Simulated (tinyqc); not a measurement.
Worked calculation: time-domain thermoreflectance: layered heat flow under a modulated pulse train, and what the signal ratio measures. Computed by tinyqc, a small Python program that keeps every step. Command: `OMP_NUM_THREADS=1 python tinyqc.py 3113359 3113360 out.jsonl tdtr walk`. One thread of a shared host (Intel(R) Xeon(R) Processor @ 2.30GHz), about 0.1 s of CPU time with the checks. Intermediate numbers are printed to about 6 digits and carried at full precision; extremes and crossings named in words are read from the listed rows.

Pulses repeat at 80 MHz; heat is laid down at the surface, all layers are isotropic.

Inputs (values chosen for the exercise, modelled on aluminium on sapphire): metal thickness d = 99 nm; metal conductivity = 140 W/(m K); metal heat capacity = 2.42 MJ/(m^3 K); boundary conductance G under the metal = 230 MW/(m^2 K); substrate conductivity kappa = 35.9 W/(m K); substrate heat capacity C = 3.06 MJ/(m^3 K); modulation frequency f = 5 MHz; spot radius w (1/e^2, pump and probe) = 8 micrometre; delay t = 140 ps.

Stack: metal, substrate.

## Length and time scales

Penetration depth sqrt(kappa/(pi f C)); effusivity sqrt(kappa C); cooling time of the metal d C_m/G; Kapitza length kappa/G.

penetration depth = 0.864224 micrometre

effusivity = 10481.1 W s^(1/2)/(m^2 K)

cooling time of the metal = 1041.65 ps

Kapitza length = 156.087 nm

depth over spot radius = 0.108028

## Impedance at k = 0 and the modulation frequency

For radial wave number k and angular frequency W each layer has u = sqrt(4 pi^2 k^2 + i W C/kappa) and gamma = kappa u. Surface impedance from below: Z = 1/gamma for the substrate; a layer of thickness L maps Z to (Z + tanh(u L)/gamma)/(1 + gamma Z tanh(u L)); a boundary adds 1/G. Take k = 0 and W = 2 pi f.

Z of the substrate = 12.0366-12.0366i m^2 K/GW

Z at the surface = 14.2411-12.6435i m^2 K/GW

## Response at the modulation frequency

Response per absorbed watt H(W) = 2 pi int_0^(2/w) Z(k, W) exp(-pi^2 k^2 w^2) k dk by 20 Gauss-Legendre points.

H(2 pi f) = 0.0712889-0.0609509i K/mW

phase of H(2 pi f) = -40.5299 degrees

## Signal at one delay

Signal: X + iY = sum_(m = -M..M) H(2 pi (f + m f_r)) exp(i 2 pi m f_r t) exp(-pi (m/M)^2 x 4), f_r = 80 MHz, M = 4000, with H(-W) the complex conjugate of H(W); V_in = X, V_out = Y, ratio = -V_in/V_out.

V_in = 0.261854 K/mW

V_out = -0.0586890 K/mW

ratio -V_in/V_out = 4.46173

## Ratio and sensitivities against delay

Sensitivity S = ln(ratio'/ratio)/ln(1.01) for a rise of one input by 1 %.

Ratio and sensitivities:
```
t (ps)    ratio  S to kappa     S to G     S to d    S to C      S to w
100     4.63207    0.451120   0.003033  -0.748205  0.430104  -0.0685206
200     4.25609    0.437510  -0.047339  -0.731852  0.416299  -0.0676495
400     3.70741    0.408960  -0.119166  -0.607188  0.387356  -0.0661952
800     2.96138    0.354766  -0.203037  -0.418420  0.332216  -0.0642779
1500    2.19892    0.275843  -0.259841  -0.208507  0.251360  -0.0628371
2500    1.61626    0.195536  -0.261775  -0.052324  0.168070  -0.0630813
4000    1.16299    0.125420  -0.220316   0.039613  0.093315  -0.0661691
```

The largest sensitivity in size at 100 ps is to d (-0.75). kappa and C enter almost alike, through the effusivity. At 400 ps an error of 3 % in d passes on as 4 % in kappa.

Checks made by the program: steady rise of a bare substrate, 1/(2 sqrt(pi) w kappa), from the same quadrature (relative difference below 1e-10).
